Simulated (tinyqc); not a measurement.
Inside a calculation. Model: global model of a low-pressure process discharge: electron temperature, density, ion flux and ion energy. Computed by tinyqc, a small Python program that keeps every step. Command: `OMP_NUM_THREADS=1 python tinyqc.py 3112643 3112644 out.jsonl plasma walk`. One thread of a shared host (Intel(R) Xeon(R) Processor @ 2.30GHz), about 0.01 s of CPU time with the checks. Intermediate numbers are printed to about 5 digits and carried at full precision; extremes and crossings named in words are read from the listed rows.

Maxwellian electrons with temperature T_e in eV, one positive ion, no negative ions, uniform bulk density n; rate constants have the Arrhenius form.

Inputs (values chosen for the exercise, of the order of those of an inductive discharge in a simple atomic gas):
```
quantity                     value   unit
ion mass M                      28      u
ionisation prefactor K0    3.8e-14  m^3/s
ionisation energy E_iz        13.2     eV
ion-neutral cross section  1.1e-18    m^2
pressure p                    0.97     Pa
gas temperature T_g            400      K
radius R                        14     cm
height L                        14     cm
mixing                           1      -
```

Constants: k_B = 1.380649e-23 J/K; e = 1.602176634e-19 C; u = 1.6605390666e-27 kg.

## Geometry factors

n_g = p/(k_B T_g); lambda_i = 1/(n_g sigma); h_L = 0.86/sqrt(3 + L/(2 lambda_i)), h_R = 0.8/sqrt(4 + R/lambda_i); A_eff = 2 pi R^2 h_L + 2 pi R L h_R; d_eff = pi R^2 L/A_eff.

gas density n_g = 1.7564e+20 1/m^3

ion mean free path = 0.51758 cm

h_L = 0.21156

h_R = 0.14357

A_eff = 437.35 cm^2

d_eff = 19.711 cm

## A fixed-point cycle for T_e

Particle balance: K0 exp(-E_iz/T_e) n_g d_eff = u_B, u_B = sqrt(e T_e/M). Cycle: T_out = T sqrt(loss/creation) with loss/creation = u_B/(K0 exp(-E_iz/T) n_g d_eff); T -> T + mixing (T_out - T), kept between 0.3 and 60 eV, from 3 eV; stop at |T_out - T| < 1e-9 eV or after 60 steps.

Course:
```
step  T (eV)  T_out (eV)  residual (eV)
0      3.000       1.338         -1.662
1      1.338       7.490          6.152
2      7.490       1.123         -6.367
3      1.123      15.462         14.339
4     15.462       1.765        -13.697
5      1.765       3.215          1.450
6      3.215       1.260         -1.956
...      ...         ...            ...
53     1.961       2.524          0.563
54     2.524       1.633         -0.891
55     1.633       3.946          2.313
56     3.946       1.113         -2.833
57     1.113      16.176         15.063
58    16.176       1.833        -14.344
59     1.833       2.936          1.103
```

last residual = 1.1032 eV

Not converged in 60 steps: the residual wanders without falling. The slope of T_out at the root is 5/4 - E_iz/(2 T_e), and the cycle needs |1 + mixing (slope - 1)| < 1.

Reruns converge with mixing = 0.3; or with mixing = 0.15.
